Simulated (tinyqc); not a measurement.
# Capacitance measurement on a leaky thin oxide: effects of series resistance and leakage: what changes with what

The device is a capacitance C in parallel with a leakage conductance G, in series with Rs and Ls. An impedance meter reports either a parallel pair (Cp, Gp) from Y = 1/Z = Gp + i w Cp or a series pair (Cs, Rm) from Z = Rm + 1/(i w Cs); w = 2 pi f, dissipation D = Gp/(w |Cp|).

Inputs (values chosen for the exercise); values of the order met in thin-oxide MOS capacitors:

| symbol | value | unit | meaning |
|---|---|---|---|
| eox | 24.6 |  | relative permittivity of the gate insulator (close to zirconium oxide) |
| tox | 3.6 | nm | insulator thickness |
| A | 2500 | um^2 | gate area |
| zc | 0.48 | nm | oxide-equivalent thickness added by the accumulation layer |
| zp | 0.35 | nm | oxide-equivalent thickness added by gate depletion |
| Jg | 5.6 | A/cm^2 | gate leakage current density, not matched to the thickness |
| Vs | 0.32 | V | voltage for an e-fold rise of the leakage |
| Rs | 54 | ohm | series resistance |
| Ls | 0 | nH | series inductance |
| f | 1e6 | Hz | measuring frequency |

Constants: eps0 = 8.8541878128e-14 F/cm where lengths are in cm. Results are converted to the units shown.

Each table varies one quantity; the others keep the values above.

## Readings against frequency

EOT = 3.9 tox/eox; CET = EOT + zc + zp; C = 3.9 eps0 A/CET; G = Jg A/Vs. Z = Rs + i w Ls + 1/(G + i w C); CET read from Cp = 3.9 eps0 A/Cp; errors under 0.001 % are printed as 0.

The same in every row: C (pF) = 61.631.

Result of one run:
```
f (Hz)	Cp (pF)	Cs (pF)	D	error of Cp (%)	error of Cs (%)	CET read from Cp (nm)
1e5	58.819	7928.4	11.567	-4.56	1.28e4	1.4677
```

What becomes of these results when the measuring frequency f is changed from 1e5 to 3e7 Hz, all else the same?

Result of the changed run:
```
f (Hz)	Cp (pF)	Cs (pF)	D	error of Cp (%)	error of Cs (%)	CET read from Cp (nm)
3e7	42.759	61.718	0.66588	-30.6	0.142	2.0189
```

The whole series:
```
f (Hz)	Cp (pF)	Cs (pF)	D	error of Cp (%)	error of Cs (%)	CET read from Cp (nm)
1000	58.819	7.8668e7	1156.5	-4.56	1.28e8	1.4677
3000	58.819	8.7409e6	385.50	-4.56	1.42e7	1.4677
10000	58.819	7.8674e5	115.65	-4.56	1.28e6	1.4677
30000	58.819	87470	38.550	-4.56	1.42e5	1.4677
1e5	58.819	7928.4	11.567	-4.56	1.28e4	1.4677
3e5	58.817	935.72	3.8612	-4.57	1420	1.4678
1e6	58.794	140.30	1.1774	-4.60	128	1.4683
3e6	58.599	70.372	0.44823	-4.92	14.2	1.4732
1e7	56.463	62.418	0.32476	-8.39	1.28	1.5289
3e7	42.759	61.718	0.66588	-30.6	0.142	2.0189
```

D goes from 1160 through a minimum of 0.325 (at f = 1e7 Hz among the rows listed) to 0.666; without inductance its minimum lies at f = sqrt(G (1 + G Rs)/Rs)/(2 pi C) = 7.44e6 Hz. The error of Cp goes from -4.56 to -30.6 % and that of Cs from 1.28e8 to 0.142 %; at low frequency Cp tends to C/(1 + G Rs)^2 and Cs grows as 1 + (G/(w C))^2. One of the two readings is within 2 % of C for f = 1e7, 3e7 Hz. For f = 1000, 3000, 10000, 30000, 1e5, 3e5, 1e6 D exceeds 1, where the accuracy of real meters degrades in proportion to sqrt(1 + D^2).

## Effect of the gate area

Same model as above.

Rs is held fixed.

Effect of the gate area:
```
A (um^2)	C (pF)	Cp (pF)	Cs (pF)	D	error of Cp (%)	error of Cs (%)	CET read from Cp (nm)
20	0.49305	0.49286	1.1224	1.1302	-0.0378	128	1.4013
70	1.7257	1.7234	3.9284	1.1311	-0.132	128	1.4026
200	4.9305	4.9119	11.224	1.1336	-0.377	128	1.4060
600	14.791	14.625	33.672	1.1412	-1.13	128	1.4167
2000	49.305	47.480	112.24	1.1679	-3.70	128	1.4546
5000	123.26	112.21	280.60	1.2250	-8.97	128	1.5387
10000	246.52	204.60	561.20	1.3202	-17.0	128	1.6878
40000	986.09	490.39	2244.8	1.8914	-50.3	128	2.8166
```

What does the comparison show?

As A goes from 20 to 40000, the error of Cp goes from -0.0378 to -50.3 %, that of Cs from 128 to 128 %, and D rises from 1.13 to 1.89. The CET read from Cp goes from 1.40 to 2.82 nm against the true 1.40 nm. G/(w C) does not depend on the area, while G Rs and w C Rs grow with it. In every row D exceeds 1, where the accuracy of real meters degrades in proportion to sqrt(1 + D^2).

Computed by the program tinyqc: `OMP_NUM_THREADS=1 python tinyqc.py 2022168 2022169 out.jsonl`, one thread of a shared Intel Xeon 2.30GHz, about 0.01 s for the whole run.
